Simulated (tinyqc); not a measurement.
Size of the test strain: deformation potentials from a strained empirical pseudopotential.

Diamond lattice, no spin-orbit coupling. Atomic form factor V(q) = a1 (q^2 - a2)/(a3 exp(a4 q^2) - 1) in rydberg with q in 1/bohr, for the unstrained cell. Under a strain e the reciprocal vectors and k go over into (1 + e)^(-1) G, the atoms sit at +/- tau with tau = (1 + e) a (1,1,1)/8 - zeta a (eyz, ezx, exy)/4, and H(G,G') = c |k + G|^2 delta + (V(q)/det(1 + e)) cos(q.tau), q = G - G', with the term q = 0 left out; c = hbar^2/2m0. The basis is fixed before straining: all G with |k + G|^2 up to 16 (2 pi/a)^2. k is given in units of 2 pi/a of the unstrained cell.

Constants: hbar^2/2m0 = 3.80998211 eV angstrom^2; Ry = 13.60569312 eV; a0 (Bohr radius) = 0.5291772105 angstrom.

Inputs chosen for the exercise (out of a larger set: near those of Si; not measured data):

| symbol | value | unit | meaning |
|---|---|---|---|
| a | 5.441 | angstrom | lattice constant |
| A | (0.542, 2.179, 2.064, 0.492) |  | a1 (Ry bohr^2), a2 (1/bohr^2), a3, a4 (bohr^2) |
| kD | 0.82 | 2 pi/a | position of the Delta minimum |

e = diag(-h/2, -h/2, h). Xu = [E(Delta z) - E(Delta x)]/(1.5 h) at fixed kD, b = [E(Z) - E(X, Y)]/(4.5 h); one-sided from +h alone, central from +h and -h.

Results (eV):

| h | Xu one-sided | Xu central | b one-sided | b central |
|---|---|---|---|---|
| 0.0010 | 7.970 | 7.975 | -3.278 | -3.274 |
| 0.0050 | 7.950 | 7.975 | -3.294 | -3.274 |
| 0.0100 | 7.926 | 7.976 | -3.314 | -3.274 |
| 0.0200 | 7.879 | 7.980 | -3.355 | -3.275 |
| 0.0300 | 7.835 | 7.987 | -3.396 | -3.276 |

Give the missing row, h = 0.0025.

Computed row:
```
h       Xu one-sided  Xu central  b one-sided  b central
0.0025         7.962       7.975       -3.284     -3.274
```

From h = 0.001 to 0.03 the one-sided Xu drifts by -0.135 eV and the central one by +0.012 eV; for b the drifts are -0.119 and -0.002 eV. The central difference cancels the term of second order in the strain, so its error goes as h^2. At h = 0.02 the linear law errs by 1.2 % for the valley splitting and 2.5 % for the valence splitting.

Program tinyqc; command `OMP_NUM_THREADS=1 python tinyqc.py 1850639 1850640 out.jsonl`; about 0.2 s on one thread of a shared Intel(R) Xeon(R) Processor @ 2.30GHz.
